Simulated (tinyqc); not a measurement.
Worked calculation (part 1 of 2): RKS/PBE0 in the 3-21g basis, for H3-, spin multiplicity 1. The basis has no diffuse functions, so it cannot describe the extra electron: this is an exercise in the method, not the real anion. Computed by tinyqc, a small Python program that keeps every step (integrals from PySCF). Settings: charge = -1, multiplicity = 1, basis = 3-21g, energy threshold = 1e-10, iteration cap = 63, orthogonalisation = symmetric, start = highest core orbitals, DIIS depth = 4, method = RKS, functional = pbe0, grid = [30, 26]. Command: `OMP_NUM_THREADS=1 python tinyqc.py 24199 24200 out.jsonl` (the two numbers bound the seeds that draw the settings). One thread of a shared host (Intel(R) Xeon(R) Processor @ 2.60GHz), about 0.3 s of CPU time with the checks. Later iterations appear only in the table of the cycle.

## One-electron integrals

Geometry (angstrom):
```
atom        x        y         z
H     0.00000  0.00000   0.00000
H     0.00000  0.00000   0.81500
H     0.00000  0.00000  -0.81500
```

Basis 3-21g: exponents (1/bohr^2) and contraction coefficients of normalised primitives:
```
element  l (shell)  exponent  coefficient
H            s (1)   5.44718      0.15628
H            s (1)   0.82455      0.90469
H            s (2)   0.18319      1.00000
```

Overlap, kinetic and nuclear-attraction integrals over the contracted functions; the nuclear repulsion is the sum of Za Zb / Rab.

nuclear repulsion = 1.6232430 hartree

overlap S, lower triangle:
```
         1H 1s    1H 2s    2H 1s    2H 2s    3H 1s    3H 2s
1H 1s  1.00000
1H 2s  0.64590  1.00000
2H 1s  0.33660  0.45119  1.00000
2H 2s  0.45119  0.80472  0.64590  1.00000
3H 1s  0.33660  0.45119  0.01655  0.15397  1.00000
3H 2s  0.45119  0.80472  0.15397  0.41935  0.64590  1.00000
```

kinetic energy T (hartree), lower triangle:
```
         1H 1s    1H 2s     2H 1s    2H 2s    3H 1s    3H 2s
1H 1s  1.54940
1H 2s  0.29315  0.27479
2H 1s  0.12330  0.15566   1.54940
2H 2s  0.15566  0.18910   0.29315  0.27479
3H 1s  0.12330  0.15566  -0.03390  0.00305  1.54940
3H 2s  0.15566  0.18910   0.00305  0.04847  0.29315  0.27479
```

nuclear attraction V (hartree), lower triangle:
```
          1H 1s     1H 2s     2H 1s     2H 2s     3H 1s     3H 2s
1H 1s  -3.01403
1H 2s  -1.59852  -1.73827
2H 1s  -0.91283  -1.02263  -2.69212
2H 2s  -1.10942  -1.35619  -1.40028  -1.53257
3H 1s  -0.91283  -1.02263  -0.04547  -0.35854  -2.69212
3H 2s  -1.10942  -1.35619  -0.35854  -0.72894  -1.40028  -1.53257
```

core Hamiltonian H = T + V (hartree), lower triangle:
```
          1H 1s     1H 2s     2H 1s     2H 2s     3H 1s     3H 2s
1H 1s  -1.46463
1H 2s  -1.30537  -1.46348
2H 1s  -0.78952  -0.86698  -1.14272
2H 2s  -0.95376  -1.16710  -1.10713  -1.25778
3H 1s  -0.78952  -0.86698  -0.07937  -0.35549  -1.14272
3H 2s  -0.95376  -1.16710  -0.35549  -0.68047  -1.10713  -1.25778
```

## Two-electron integrals

Functions are numbered as in S; the eight-fold symmetry (ij|kl) = (ji|kl) = (kl|ij) leaves the list below.

Two-electron integrals (ij|kl) in chemists' order, unique and non-zero (hartree):
```
(11|11) 1.14014   (21|11) 0.61140   (21|21) 0.34515   (22|11) 0.62637
(22|21) 0.38033   (22|22) 0.48296   (31|11) 0.30936   (31|21) 0.17647
(31|22) 0.19689   (31|31) 0.11829   (32|11) 0.30500   (32|21) 0.18496
(32|22) 0.23104   (32|31) 0.13150   (32|32) 0.16779   (33|11) 0.62606
(33|21) 0.38846   (33|22) 0.50196   (33|31) 0.30936   (33|32) 0.41949
(33|33) 1.14014   (41|11) 0.41949   (41|21) 0.23778   (41|22) 0.26381
(41|31) 0.13150   (41|32) 0.14098   (41|33) 0.30500   (41|41) 0.16779
(42|11) 0.47490   (42|21) 0.29032   (42|22) 0.37502   (42|31) 0.16786
(42|32) 0.20879   (42|33) 0.47490   (42|41) 0.20879   (42|42) 0.31275
(43|11) 0.38846   (43|21) 0.23995   (43|22) 0.31204   (43|31) 0.17647
(43|32) 0.23778   (43|33) 0.61140   (43|41) 0.18496   (43|42) 0.29032
(43|43) 0.34515   (44|11) 0.50196   (44|21) 0.31204   (44|22) 0.42125
(44|31) 0.19689   (44|32) 0.26381   (44|33) 0.62637   (44|41) 0.23104
(44|42) 0.37502   (44|43) 0.38033   (44|44) 0.48296   (51|11) 0.30936
(51|21) 0.17647   (51|22) 0.19689   (51|31) 0.07152   (51|32) 0.07323
(51|33) 0.14614   (51|41) 0.11283   (51|42) 0.13534   (51|43) 0.09372
(51|44) 0.13539   (51|51) 0.11829   (52|11) 0.30500   (52|21) 0.18496
(52|22) 0.23104   (52|31) 0.07323   (52|32) 0.07929   (52|33) 0.16031
(52|41) 0.11711   (52|42) 0.15423   (52|43) 0.10322   (52|44) 0.15430
(52|51) 0.13150   (52|52) 0.16779   (53|11) 0.01774   (53|21) 0.00973
(53|22) 0.01022   (53|31) 0.00496   (53|32) 0.00499   (53|33) 0.01034
(53|41) 0.00669   (53|42) 0.00776   (53|43) 0.00639   (53|44) 0.00824
(53|51) 0.00496   (53|52) 0.00499   (53|53) 0.00028   (54|11) 0.11598
(54|21) 0.06896   (54|22) 0.08284   (54|31) 0.02813   (54|32) 0.02996
(54|33) 0.06047   (54|41) 0.04415   (54|42) 0.05650   (54|43) 0.03880
(54|44) 0.05689   (54|51) 0.04655   (54|52) 0.05628   (54|53) 0.00188
(54|54) 0.01936   (55|11) 0.62606   (55|21) 0.38846   (55|22) 0.50196
(55|31) 0.14614   (55|32) 0.16031   (55|33) 0.32463   (55|41) 0.24074
(55|42) 0.32391   (55|43) 0.20960   (55|44) 0.31951   (55|51) 0.30936
(55|52) 0.41949   (55|53) 0.01034   (55|54) 0.13581   (55|55) 1.14014
(61|11) 0.41949   (61|21) 0.23778   (61|22) 0.26381   (61|31) 0.11283
(61|32) 0.11711   (61|33) 0.24074   (61|41) 0.16006   (61|42) 0.19457
(61|43) 0.15099   (61|44) 0.20409   (61|51) 0.13150   (61|52) 0.14098
(61|53) 0.00669   (61|54) 0.05171   (61|55) 0.30500   (61|61) 0.16779
(62|11) 0.47490   (62|21) 0.29032   (62|22) 0.37502   (62|31) 0.13534
(62|32) 0.15423   (62|33) 0.32391   (62|41) 0.19457   (62|42) 0.27279
(62|43) 0.20506   (62|44) 0.29190   (62|51) 0.16786   (62|52) 0.20879
(62|53) 0.00776   (62|54) 0.07241   (62|55) 0.47490   (62|61) 0.20879
(62|62) 0.31275   (63|11) 0.11598   (63|21) 0.06896   (63|22) 0.08284
(63|31) 0.04655   (63|32) 0.05628   (63|33) 0.13581   (63|41) 0.05171
(63|42) 0.07241   (63|43) 0.07789   (63|44) 0.08816   (63|51) 0.02813
(63|52) 0.02996   (63|53) 0.00188   (63|54) 0.01136   (63|55) 0.06047
(63|61) 0.04415   (63|62) 0.05650   (63|63) 0.01936   (64|11) 0.26267
(64|21) 0.15949   (64|22) 0.20253   (64|31) 0.08257   (64|32) 0.09688
(64|33) 0.21049   (64|41) 0.11063   (64|42) 0.15726   (64|43) 0.13085
(64|44) 0.17665   (64|51) 0.08257   (64|52) 0.09688   (64|53) 0.00429
(64|54) 0.03474   (64|55) 0.21049   (64|61) 0.11063   (64|62) 0.15726
(64|63) 0.03474   (64|64) 0.08493   (65|11) 0.38846   (65|21) 0.23995
(65|22) 0.31204   (65|31) 0.09372   (65|32) 0.10322   (65|33) 0.20960
(65|41) 0.15099   (65|42) 0.20506   (65|43) 0.13520   (65|44) 0.20481
(65|51) 0.17647   (65|52) 0.23778   (65|53) 0.00639   (65|54) 0.07789
(65|55) 0.61140   (65|61) 0.18496   (65|62) 0.29032   (65|63) 0.03880
(65|64) 0.13085   (65|65) 0.34515   (66|11) 0.50196   (66|21) 0.31204
(66|22) 0.42125   (66|31) 0.13539   (66|32) 0.15430   (66|33) 0.31951
(66|41) 0.20409   (66|42) 0.29190   (66|43) 0.20481   (66|44) 0.30444
(66|51) 0.19689   (66|52) 0.26381   (66|53) 0.00824   (66|54) 0.08816
(66|55) 0.62637   (66|61) 0.23104   (66|62) 0.37502   (66|63) 0.05689
(66|64) 0.17665   (66|65) 0.38033   (66|66) 0.48296
```

## Orthogonalisation

S = U s U^T; symmetric (Loewdin) form X = U s^(-1/2) U^T, so that X^T S X = 1.

eigenvalues of S: 0.03771  0.25049  0.46553  0.57297  1.31361  3.35968

X, lower triangle:
```
          1H 1s     1H 2s     2H 1s    2H 2s     3H 1s    3H 2s
1H 1s   1.28634
1H 2s  -0.61324   3.44076
2H 1s  -0.11097  -0.02318   1.25889
2H 2s   0.10851  -1.44221  -0.45979  2.05365
3H 1s  -0.11097  -0.02318   0.03684  0.06103   1.25889
3H 2s   0.10851  -1.44221   0.06103  0.40516  -0.45979  2.05365
```

## Starting guess

The start is the highest orbitals of the core Hamiltonian (a deliberately bad start); D = 2 C_occ C_occ^T.

D at the start, lower triangle:
```
          1H 1s      1H 2s     2H 1s     2H 2s     3H 1s    3H 2s
1H 1s   2.09185
1H 2s  -5.96341   17.00036
2H 1s  -1.43605    4.09387   2.37058
2H 2s   3.63786  -10.37072  -4.38708   8.90526
3H 1s  -1.43605    4.09387  -0.39888  -0.60768   2.37058
3H 2s   3.63786  -10.37072  -0.60768   3.74763  -4.38708  8.90526
```

## Iteration 1: exchange-correlation on the grid

Becke grid with 30 radial and 26 angular points per atom, points of zero weight dropped. rho = sum D_ij phi_i phi_j; V_xc,ij = sum w v_xc phi_i phi_j plus the gradient terms; v_xc is d(rho eps)/d rho at fixed gradient. Exact exchange is left to K.

The 16 grid points with the largest w rho, of 2294 (bohr, atomic units):
```
x                y         z        w      rho  |grad rho|^2    eps_xc      v_xc
0.00000    0.00000   4.06122  1.49381  0.02241       0.00103  -0.19833  -0.24899
0.00000    0.00000  -4.06122  1.49381  0.02241       0.00103  -0.19833  -0.24899
0.00000    0.00000   3.69321  0.95576  0.03367       0.00059  -0.22324  -0.29147
0.00000    0.00000  -3.69321  0.95576  0.03367       0.00059  -0.22324  -0.29147
0.00000    0.00000  -4.48173  2.33027  0.01096       0.00045  -0.16672  -0.18599
0.00000    0.00000   4.48173  2.33027  0.01096       0.00045  -0.16672  -0.18599
0.00000    0.00000   3.36995  0.60696  0.03607       0.00023  -0.22857  -0.29744
0.00000    0.00000  -3.36995  0.60696  0.03607       0.00023  -0.22857  -0.29744
1.78269    0.00000  -3.32281  1.19503  0.01821       0.00066  -0.18657  -0.23323
0.00000   -1.78269  -3.32281  1.19503  0.01821       0.00066  -0.18657  -0.23323
-1.78269   0.00000  -3.32281  1.19503  0.01821       0.00066  -0.18657  -0.23323
0.00000    1.78269  -3.32281  1.19503  0.01821       0.00066  -0.18657  -0.23323
0.00000    1.78269   3.32281  1.19503  0.01821       0.00066  -0.18657  -0.23323
-1.78269   0.00000   3.32281  1.19503  0.01821       0.00066  -0.18657  -0.23323
0.00000   -1.78269   3.32281  1.19503  0.01821       0.00066  -0.18657  -0.23323
1.78269    0.00000   3.32281  1.19503  0.01821       0.00066  -0.18657  -0.23323
```

electrons on the grid, sum of w rho = 3.95202

E_xc = sum of w rho eps_xc = -1.1464784 hartree

V_xc (hartree), lower triangle:
```
          1H 1s     1H 2s     2H 1s     2H 2s     3H 1s     3H 2s
1H 1s  -0.40633
1H 2s  -0.19998  -0.21464
2H 1s  -0.12424  -0.14516  -0.42885
2H 2s  -0.13931  -0.17579  -0.20813  -0.22566
3H 1s  -0.12424  -0.14516  -0.00594  -0.04849  -0.42885
3H 2s  -0.13931  -0.17579  -0.04849  -0.09001  -0.20813  -0.22566
```

## Iteration 1: building the Kohn-Sham matrix

J_ij = sum D_kl (ij|kl), K_ij = sum D_kl (ik|jl); F = H + J - 0.125 K + V_xc; E = tr D H + tr D J / 2 - 0.0625 tr D K + E_xc + E_nn.

Coulomb J (hartree), lower triangle:
```
         1H 1s    1H 2s    2H 1s    2H 2s    3H 1s    3H 2s
1H 1s  2.12729
1H 2s  1.26899  1.63432
2H 1s  0.70206  0.86622  2.07420
2H 2s  0.88525  1.29965  1.21739  1.55318
3H 1s  0.70206  0.86622  0.03432  0.29848  2.07420
3H 2s  0.88525  1.29965  0.29848  0.68535  1.21739  1.55318
```

exchange K (hartree), lower triangle:
```
         1H 1s    1H 2s     2H 1s    2H 2s    3H 1s    3H 2s
1H 1s  0.42384
1H 2s  0.11200  0.09318
2H 1s  0.01959  0.10704   0.59892
2H 2s  0.08143  0.08008   0.09821  0.14907
3H 1s  0.01959  0.10704  -0.01631  0.05206  0.59892
3H 2s  0.08143  0.08008   0.05206  0.01853  0.09821  0.14907
```

Kohn-Sham matrix F (hartree), lower triangle:
```
          1H 1s     1H 2s     2H 1s     2H 2s     3H 1s    3H 2s
1H 1s   0.20336
1H 2s  -0.25036  -0.05544
2H 1s  -0.21416  -0.15930   0.42777
2H 2s  -0.21800  -0.05324  -0.11015   0.05111
3H 1s  -0.21416  -0.15930  -0.04895  -0.11200   0.42777
3H 2s  -0.21800  -0.05324  -0.11200  -0.08744  -0.11015  0.05111
```

total energy of this density = 3.5032849 hartree

## Iteration 1: diagonalisation and new density

Diagonalise F' = X^T F X, C = X C', fill 2 alpha and 2 beta electrons from the bottom; D = 2 C_occ C_occ^T. Each column has its largest component positive (the first on a tie).

F' = X^T F X (hartree), lower triangle:
```
          1         2         3         4         5        6
1   0.70117
2  -0.49765   0.62031
3  -0.26549  -0.10381   0.85554
4  -0.03487  -0.15435  -0.40644   0.45140
5  -0.26549  -0.10381   0.10838   0.01169   0.85554
6  -0.03487  -0.15435   0.01169  -0.05124  -0.40644  0.45140
```

orbital energies (hartree): MO1 -0.18157, MO2 0.18927, MO3 0.47709, MO4 0.99360, MO5 1.06054, MO6 1.39644

coefficients C:
```
           MO1       MO2       MO3       MO4       MO5       MO6
1H 1s  0.34189   0.00000   0.28918  -0.81263   0.00000  -1.10365
1H 2s  0.44263   0.00000   2.62441   2.19896   0.00000   2.11117
2H 1s  0.16482   0.22355   0.03583  -0.56627  -0.91234   0.76335
2H 2s  0.08173   0.71190  -1.81391  -0.52398   0.99378  -1.27383
3H 1s  0.16482  -0.22355   0.03583  -0.56627   0.91234   0.76335
3H 2s  0.08173  -0.71190  -1.81391  -0.52398  -0.99378  -1.27383
```

D after iteration 1, lower triangle:
```
         1H 1s    1H 2s     2H 1s     2H 2s    3H 1s    3H 2s
1H 1s  0.23377
1H 2s  0.30266  0.39183
2H 1s  0.11270  0.14591   0.15428
2H 2s  0.05589  0.07236   0.34523   1.02696
3H 1s  0.11270  0.14591  -0.04562  -0.29135  0.15428
3H 2s  0.05589  0.07236  -0.29135  -1.00024  0.34523  1.02696
```

## Iteration 2: exchange-correlation on the grid

As before.

The 16 grid points with the largest w rho, of 2294 (bohr, atomic units):
```
x                y         z        w      rho  |grad rho|^2    eps_xc      v_xc
0.00000    0.00000   3.08567  0.38075  0.02567       0.00229  -0.20956  -0.25003
0.00000    0.00000  -3.08567  0.38075  0.02567       0.00229  -0.20956  -0.25003
0.00000    1.29576   1.54013  0.23040  0.04231       0.00669  -0.24213  -0.29424
0.00000   -1.29576   1.54013  0.23040  0.04231       0.00669  -0.24213  -0.29424
-1.29576   0.00000   1.54013  0.23040  0.04231       0.00669  -0.24213  -0.29424
1.29576    0.00000   1.54013  0.23040  0.04231       0.00669  -0.24213  -0.29424
1.29576    0.00000  -1.54013  0.23040  0.04231       0.00669  -0.24213  -0.29424
0.00000   -1.29576  -1.54013  0.23040  0.04231       0.00669  -0.24213  -0.29424
0.00000    1.29576  -1.54013  0.23040  0.04231       0.00669  -0.24213  -0.29424
-1.29576   0.00000  -1.54013  0.23040  0.04231       0.00669  -0.24213  -0.29424
0.00000    0.00000   2.83589  0.23490  0.04083       0.00564  -0.23890  -0.29298
0.00000    0.00000  -2.83589  0.23490  0.04083       0.00564  -0.23890  -0.29298
-1.54555   0.00000   1.54013  0.36757  0.02598       0.00260  -0.21127  -0.24875
0.00000   -1.54555   1.54013  0.36757  0.02598       0.00260  -0.21127  -0.24875
0.00000    1.54555   1.54013  0.36757  0.02598       0.00260  -0.21127  -0.24875
1.54555    0.00000   1.54013  0.36757  0.02598       0.00260  -0.21127  -0.24875
```

electrons on the grid, sum of w rho = 3.99052

E_xc = sum of w rho eps_xc = -1.0588086 hartree

V_xc (hartree), lower triangle:
```
          1H 1s     1H 2s     2H 1s     2H 2s     3H 1s     3H 2s
1H 1s  -0.45970
1H 2s  -0.26048  -0.28361
2H 1s  -0.14978  -0.17700  -0.43882
2H 2s  -0.18152  -0.22545  -0.24801  -0.26592
3H 1s  -0.14978  -0.17700  -0.00732  -0.06094  -0.43882
3H 2s  -0.18152  -0.22545  -0.06094  -0.11893  -0.24801  -0.26592
```

## Iteration 2: building the Kohn-Sham matrix

As before.

Coulomb J (hartree), lower triangle:
```
         1H 1s    1H 2s    2H 1s    2H 2s    3H 1s    3H 2s
1H 1s  2.52910
1H 2s  1.51737  1.90539
2H 1s  0.81893  0.98319  2.25447
2H 2s  1.05601  1.49755  1.35687  1.73326
3H 1s  0.81893  0.98319  0.04108  0.34494  2.25447
3H 2s  1.05601  1.49755  0.34494  0.79902  1.35687  1.73326
```

exchange K (hartree), lower triangle:
```
         1H 1s    1H 2s    2H 1s    2H 2s    3H 1s    3H 2s
1H 1s  1.28143
1H 2s  1.10545  1.14159
2H 1s  0.69474  0.76766  1.16932
2H 2s  0.84834  0.91814  0.99673  1.01592
3H 1s  0.69474  0.76766  0.05172  0.28068  1.16932
3H 2s  0.84834  0.91814  0.28068  0.49127  0.99673  1.01592
```

Kohn-Sham matrix F (hartree), lower triangle:
```
          1H 1s     1H 2s     2H 1s     2H 2s     3H 1s    3H 2s
1H 1s   0.44459
1H 2s  -0.18666   0.01559
2H 1s  -0.20722  -0.15674   0.52676
2H 2s  -0.18532  -0.00976  -0.12286   0.08257
3H 1s  -0.20722  -0.15674  -0.05207  -0.10658   0.52676
3H 2s  -0.18532  -0.00976  -0.10658  -0.06179  -0.12286  0.08257
```

total energy of this density = -1.5608866 hartree

## Iteration 2: DIIS over 2 matrices

error matrix X^T (FDS - SDF) X:
```
          1         2         3         4         5         6
1   0.00000   0.08635   0.07349   0.08750   0.07349   0.08750
2  -0.08635   0.00000   0.02731   0.02885   0.02731   0.02885
3  -0.07349  -0.02731   0.00000   0.01481   0.00000  -0.02105
4  -0.08750  -0.02885  -0.01481   0.00000   0.02105   0.00000
5  -0.07349  -0.02731   0.00000  -0.02105   0.00000   0.01481
6  -0.08750  -0.02885   0.02105   0.00000  -0.01481   0.00000
```

B (overlaps of the stored error matrices):
```
                1               2
1   8.6003307e-01  -2.4385172e-02
2  -2.4385172e-02   7.6102071e-02
```

Minimise |sum c_i e_i|^2 with sum c_i = 1: solve [B -1; -1 0][c; lambda] = [0; -1] with B_ij = tr e_i^T e_j, and take F = sum c_i F_i.

DIIS coefficients: 0.10203  0.89797

extrapolated F (hartree), lower triangle:
```
          1H 1s     1H 2s     2H 1s     2H 2s     3H 1s    3H 2s
1H 1s   0.41998
1H 2s  -0.19316   0.00834
2H 1s  -0.20792  -0.15700   0.51666
2H 2s  -0.18865  -0.01420  -0.12156   0.07936
3H 1s  -0.20792  -0.15700  -0.05175  -0.10713   0.51666
3H 2s  -0.18865  -0.01420  -0.10713  -0.06441  -0.12156  0.07936
```

## Iteration 2: diagonalisation and new density

As before.

F' = X^T F X (hartree), lower triangle:
```
          1         2         3         4         5        6
1   1.00006
2  -0.56191   0.75669
3  -0.30681  -0.10517   1.01920
4  -0.01820  -0.16009  -0.49844   0.51142
5  -0.30681  -0.10517   0.11295   0.01976   1.01920
6  -0.01820  -0.16009   0.01976  -0.05824  -0.49844  0.51142
```

orbital energies (hartree): MO1 -0.11826, MO2 0.19311, MO3 0.55948, MO4 1.18616, MO5 1.28280, MO6 1.71471

coefficients C:
```
           MO1       MO2       MO3       MO4       MO5       MO6
1H 1s  0.27586   0.00000   0.23093  -0.74983   0.00000  -1.17781
1H 2s  0.26818   0.00000   2.85506   1.88290   0.00000   2.14646
2H 1s  0.17590   0.21004   0.04409  -0.62320  -0.91554   0.71453
2H 2s  0.21442   0.72651  -1.87080  -0.32809   0.98315  -1.24122
3H 1s  0.17590  -0.21004   0.04409  -0.62320   0.91554   0.71453
3H 2s  0.21442  -0.72651  -1.87080  -0.32809  -0.98315  -1.24122
```

D after iteration 2, lower triangle:
```
         1H 1s    1H 2s     2H 1s     2H 2s    3H 1s    3H 2s
1H 1s  0.15220
1H 2s  0.14796  0.14385
2H 1s  0.09705  0.09435   0.15012
2H 2s  0.11830  0.11501   0.38063   1.14758
3H 1s  0.09705  0.09435  -0.02635  -0.22976  0.15012
3H 2s  0.11830  0.11501  -0.22976  -0.96368  0.38063  1.14758
```

## Iteration 7 (converged): orbitals

converged F (hartree), lower triangle:
```
          1H 1s     1H 2s     2H 1s     2H 2s     3H 1s    3H 2s
1H 1s   0.38531
1H 2s  -0.21619  -0.01376
2H 1s  -0.22223  -0.17118   0.50270
2H 2s  -0.20621  -0.03218  -0.13959   0.06180
3H 1s  -0.22223  -0.17118  -0.05421  -0.11356   0.50270
3H 2s  -0.20621  -0.03218  -0.11356  -0.07595  -0.13959  0.06180
```

As before.

F' = X^T F X (hartree), lower triangle:
```
          1         2         3         4         5        6
1   0.97009
2  -0.56561   0.75340
3  -0.31184  -0.10644   1.01623
4  -0.02263  -0.16660  -0.51183   0.51027
5  -0.31184  -0.10644   0.11403   0.02039   1.01623
6  -0.02263  -0.16660   0.02039  -0.05983  -0.51183  0.51027
```

orbital energies (hartree): MO1 -0.14711, MO2 0.17863, MO3 0.55813, MO4 1.18113, MO5 1.29367, MO6 1.71204

coefficients C:
```
           MO1       MO2       MO3       MO4       MO5       MO6
1H 1s  0.28582   0.00000   0.24524  -0.76923   0.00000  -1.15990
1H 2s  0.26436   0.00000   2.82265   1.93567   0.00000   2.14286
2H 1s  0.17674   0.21535   0.03767  -0.60857  -0.91431   0.72719
2H 2s  0.21129   0.72079  -1.85690  -0.35760   0.98735  -1.25441
3H 1s  0.17674  -0.21535   0.03767  -0.60857   0.91431   0.72719
3H 2s  0.21129  -0.72079  -1.85690  -0.35760  -0.98735  -1.25441
```

D after iteration 7, lower triangle:
```
         1H 1s    1H 2s     2H 1s     2H 2s    3H 1s    3H 2s
1H 1s  0.16338
1H 2s  0.15112  0.13977
2H 1s  0.10103  0.09344   0.15522
2H 2s  0.12078  0.11171   0.38513   1.12837
3H 1s  0.10103  0.09344  -0.03028  -0.23576  0.15522
3H 2s  0.12078  0.11171  -0.23576  -0.94979  0.38513  1.12837
```
